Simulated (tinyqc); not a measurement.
## Admittance spectroscopy of a deep trap: admittance against temperature

Schottky contact on an n-type layer with shallow donors Nd (all ionised) and a donor-like deep trap, neutral when filled and positive when empty; depletion approximation. Traps within lam of the depletion edge stay filled. The traps at xt = W - lam, where the level crosses the Fermi level, follow a slow signal and not a fast one. w = 2 pi f.

Emission rate en = sn vth(T) Nc(T) exp(-Et/kB T) = sn g T^2 exp(-Et/kB T), g = vth Nc/(300 K)^2, as vth goes as T^0.5 and Nc as T^1.5 (degeneracy factor 1). lam = sqrt(2 eps0 eps_r (EF - ET)/(q Nd)), EF - ET = Et - (kB T/q) ln(Nc(T)/Nd), Nc(T) = Nc (T/300 K)^1.5. In the steady state at the band bending V, 2 eps0 eps_r V/q = Nd W^2 + Nt (W - lam)^2 (the second term only if W > lam). V = Vbi + Vr. C_HF = eps0 eps_r/W, C_LF = eps0 eps_r (Nd + Nt)/(Nd W + Nt xt). Inflection frequency w0 = 2 en [1 + Nt xt/(Nd W)]; C = C_HF + (C_LF - C_HF)/(1 + (w/w0)^2), G/w = (C_LF - C_HF)(w/w0)/(1 + (w/w0)^2).

Parameters, values chosen for the exercise; material values close to those of indium phosphide:
```
symbol,value,unit,meaning
eps_r,12.7,,relative permittivity
Nc,5.62e17,cm^-3,conduction-band density of states at 300 K
vth,4.3e7,cm/s,thermal velocity at 300 K
Nd,5.9e14,cm^-3,shallow donor density
Vbi,0.99,V,built-in voltage
Et,0.24,eV,depth of the trap below the conduction edge
sn,6.9e-16,cm^2,capture cross-section
Nt,2.7e13,cm^-3,trap density
Vr,1.2,V,reverse bias
f,31000,Hz,signal frequency
```

Constants: q = 1.602176634e-19 C, kB = 1.380649e-23 J/K, eps0 = 8.8541878128e-14 F/cm where lengths are in cm. Results are converted to the units shown.

Results:
```
T (K)	w0/(2 pi) (Hz)	C (nF/cm^2)	G/w (nF/cm^2)
197	1716	4.989	0.003054
206	3480	4.991	0.005998
216	7156	4.994	0.01154
226	1.386e4	5.001	0.01908
245	4.240e4	5.026	0.02296
254	6.819e4	5.035	0.01759
264	1.116e5	5.039	0.01159
274	1.768e5	5.041	0.007336
283	2.607e5	5.041	0.004855
293	3.911e5	5.041	0.003102
```

Estimate the missing row, T = 235 K.

Computed row:
```
T (K)	w0/(2 pi) (Hz)	C (nF/cm^2)	G/w (nF/cm^2)
235	2.404e4	5.012	0.02411
```

With this row back in the table: G/w goes from 0.00305 through a maximum of 0.0241 (at T = 235 K among the rows listed) to 0.00310 nF/cm^2, where w0 passes the signal: w0/(2 pi) rises from 1720 to 3.91e5 Hz. C rises from 4.99 to 5.04 nF/cm^2.

Numbers from tinyqc (`OMP_NUM_THREADS=1 python tinyqc.py 2050147 2050148 out.jsonl`; about 0.01 s on one thread of a shared Intel Xeon 2.30GHz).
